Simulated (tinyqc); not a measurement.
RHF in the 3-21g basis, for He, spin multiplicity 1, step by step. Computed by tinyqc, a small Python program that keeps every step (integrals from PySCF). Settings: charge = 0, multiplicity = 1, basis = 3-21g, energy threshold = 1e-09, iteration cap = 60, orthogonalisation = canonical, start = highest core orbitals, DIIS depth = 4, method = RHF. Command: `OMP_NUM_THREADS=1 python tinyqc.py 21000 21001 out.jsonl` (the two numbers bound the seeds that draw the settings). One thread of a shared host (Intel(R) Xeon(R) Processor @ 2.60GHz), about 0.05 s of CPU time with the checks. Later iterations appear only in the table of the cycle.

## One-electron integrals

Geometry (angstrom):
```
atom,x,y,z
He,0.000000,0.000000,0.000000
```

Basis 3-21g: exponents (1/bohr^2) and contraction coefficients of normalised primitives:
```
element,l (shell),exponent,coefficient
He,s (1),13.626700,0.175230
He,s (1),1.999350,0.893482
He,s (2),0.382993,1.000000
```

Overlap, kinetic and nuclear-attraction integrals over the contracted functions; the nuclear repulsion is the sum of Za Zb / Rab.

nuclear repulsion = 0 hartree

overlap S:
```
,1He 1s,1He 2s
1He 1s,1.000000,0.595216
1He 2s,0.595216,1.000000
```

kinetic energy T (hartree):
```
,1He 1s,1He 2s
1He 1s,3.916124,0.578949
1He 2s,0.578949,0.574489
```

nuclear attraction V (hartree):
```
,1He 1s,1He 2s
1He 1s,-5.489688,-2.235292
1He 2s,-2.235292,-1.975129
```

core Hamiltonian H = T + V (hartree):
```
,1He 1s,1He 2s
1He 1s,-1.573565,-1.656343
1He 2s,-1.656343,-1.400640
```

## Two-electron integrals

Functions are numbered as in S; the eight-fold symmetry (ij|kl) = (ji|kl) = (kl|ij) leaves the list below.

Two-electron integrals (ij|kl) in chemists' order, unique and non-zero (hartree):
```
i,j,k,l,(ij|kl)
1,1,1,1,1.803255
2,1,1,1,0.876507
2,1,2,1,0.452077
2,2,1,1,0.917008
2,2,2,1,0.514678
2,2,2,2,0.698314
```

## Orthogonalisation

S = U s U^T; canonical form X = U s^(-1/2), so that X^T S X = 1. Each column of U has its largest component positive (the first on a tie).

eigenvalues of S: 0.404784  1.595216

X:
```
,1,2
1He 1s,1.111407,0.559855
1He 2s,-1.111407,0.559855
```

## Starting guess

The start is the highest orbitals of the core Hamiltonian (a deliberately bad start); D = 2 C_occ C_occ^T.

D at the start:
```
,1He 1s,1He 2s
1He 1s,2.355072,-2.464206
1He 2s,-2.464206,2.578398
```

## Iteration 1: building the Fock matrix

J_ij = sum D_kl (ij|kl), K_ij = sum D_kl (ik|jl); F = H + J - 0.5 K; E = tr D H + tr D J / 2 - 0.25 tr D K + E_nn.

Coulomb J (hartree):
```
,1He 1s,1He 2s
1He 1s,2.291419,1.163258
1He 2s,1.163258,1.423605
```

exchange K (hartree):
```
,1He 1s,1He 2s
1He 1s,1.092642,0.017572
1He 2s,0.017572,0.328659
```

Fock matrix F (hartree):
```
,1He 1s,1He 2s
1He 1s,0.171534,-0.501871
1He 2s,-0.501871,-0.141364
```

total energy of this density = 1.67939191 hartree

## Iteration 1: diagonalisation and new density

Diagonalise F' = X^T F X, C = X C', fill 1 alpha and 1 beta electrons from the bottom; D = 2 C_occ C_occ^T. Each column has its largest component positive (the first on a tie).

F' = X^T F X (hartree):
```
,1,2
1,1.277114,0.194693
2,0.194693,-0.305154
```

orbital energies (hartree): MO1 -0.328758, MO2 1.300719

coefficients C:
```
,MO1,MO2
1He 1s,0.422019,1.170711
1He 2s,0.689550,-1.035946
```

D after iteration 1:
```
,1He 1s,1He 2s
1He 1s,0.356200,0.582007
1He 2s,0.582007,0.950960
```

## Iteration 2: building the Fock matrix

As before.

Coulomb J (hartree):
```
,1He 1s,1He 2s
1He 1s,2.534624,1.327875
1He 2s,1.327875,1.589799
```

exchange K (hartree):
```
,1He 1s,1He 2s
1He 1s,2.092494,1.598468
1He 2s,1.598468,1.424191
```

Fock matrix F (hartree):
```
,1He 1s,1He 2s
1He 1s,-0.085187,-1.127702
1He 2s,-1.127702,-0.522936
```

total energy of this density = -2.83037920 hartree

## Iteration 2: DIIS over 2 matrices

error matrix X^T (FDS - SDF) X:
```
,1,2
1,0.000000,-0.171740
2,0.171740,0.000000
```

B (overlaps of the stored error matrices):
```
,1,2
1,5.6135485e-01,1.8197235e-01
2,1.8197235e-01,5.8989310e-02
```

Minimise |sum c_i e_i|^2 with sum c_i = 1: solve [B -1; -1 0][c; lambda] = [0; -1] with B_ij = tr e_i^T e_j, and take F = sum c_i F_i.

DIIS coefficients: -0.479654  1.479654

extrapolated F (hartree):
```
,1He 1s,1He 2s
1He 1s,-0.208324,-1.427885
1He 2s,-1.427885,-0.705958
```

## Iteration 2: diagonalisation and new density

As before.

F' = X^T F X (hartree):
```
,1,2
1,2.398177,0.309641
2,0.309641,-1.181674
```

orbital energies (hartree): MO1 -1.208259, MO2 2.424762

coefficients C:
```
,MO1,MO2
1He 1s,0.462729,1.155225
1He 2s,0.652876,-1.059442
```

D after iteration 2:
```
,1He 1s,1He 2s
1He 1s,0.428237,0.604209
1He 2s,0.604209,0.852493
```

## Iteration 3: building the Fock matrix

As before.

Coulomb J (hartree):
```
,1He 1s,1He 2s
1He 1s,2.613150,1.360410
1He 2s,1.360410,1.609951
```

exchange K (hartree):
```
,1He 1s,1He 2s
1He 1s,2.216800,1.641326
1He 2s,1.641326,1.410850
```

Fock matrix F (hartree):
```
,1He 1s,1He 2s
1He 1s,-0.068814,-1.116595
1He 2s,-1.116595,-0.496114
```

total energy of this density = -2.83558331 hartree

## Iteration 3: DIIS over 3 matrices

error matrix X^T (FDS - SDF) X:
```
,1,2
1,0.000000,0.023211
2,-0.023211,0.000000
```

B (overlaps of the stored error matrices):
```
,1,2,3
1,5.6135485e-01,1.8197235e-01,-2.4594324e-02
2,1.8197235e-01,5.8989310e-02,-7.9726519e-03
3,-2.4594324e-02,-7.9726519e-03,1.0775372e-03
```

As before.

DIIS coefficients: -0.103080  0.411461  0.691619

extrapolated F (hartree):
```
,1He 1s,1He 2s
1He 1s,-0.100326,-1.184531
1He 2s,-1.184531,-0.543718
```

## Iteration 3: diagonalisation and new density

As before.

F' = X^T F X (hartree):
```
,1,2
1,2.130789,0.275890
2,0.275890,-0.944420
```

orbital energies (hartree): MO1 -0.968975, MO2 2.155344

coefficients C:
```
,MO1,MO2
1He 1s,0.459121,1.156664
1He 2s,0.656180,-1.057399
```

D after iteration 3:
```
,1He 1s,1He 2s
1He 1s,0.421583,0.602531
1He 2s,0.602531,0.861144
```

## Iteration 7 (converged): orbitals

converged F (hartree):
```
,1He 1s,1He 2s
1He 1s,-0.070801,-1.118003
1He 2s,-1.118003,-0.499364
```

As before.

F' = X^T F X (hartree):
```
,1,2
1,2.057689,0.266663
2,0.266663,-0.879558
```

orbital energies (hartree): MO1 -0.903571, MO2 2.081703

coefficients C:
```
,MO1,MO2
1He 1s,0.457919,1.157140
1He 2s,0.657278,-1.056716
```

D after iteration 7:
```
,1He 1s,1He 2s
1He 1s,0.419379,0.601960
1He 2s,0.601960,0.864028
```

## Convergence

Stop when the energy changes by less than 1e-09 hartree and every element of the error matrix X^T (F D S - S D F) X is below 9e-06.

Course of the cycle:
```
iteration,E (hartree),change,largest element of the error matrix
1,1.67939191,-,5.30e-01
2,-2.83037920,-4.51e+00,1.72e-01
3,-2.83558331,-5.20e-03,2.32e-02
4,-2.83567386,-9.05e-05,5.79e-03
5,-2.83567792,-4.06e-06,3.30e-03
6,-2.83567987,-1.95e-06,3.78e-06
7,-2.83567987,-2.56e-12,9.76e-08
```

PySCF RHF in the same basis = -2.83567987 hartree

Converged in 7 iterations.

## Populations

Mulliken: Z minus the diagonal of D S on the atom; Loewdin: the same with S^(1/2) D S^(1/2).

Charges (e):
```
atom,Mulliken,Loewdin
1He,0,0.000000
```
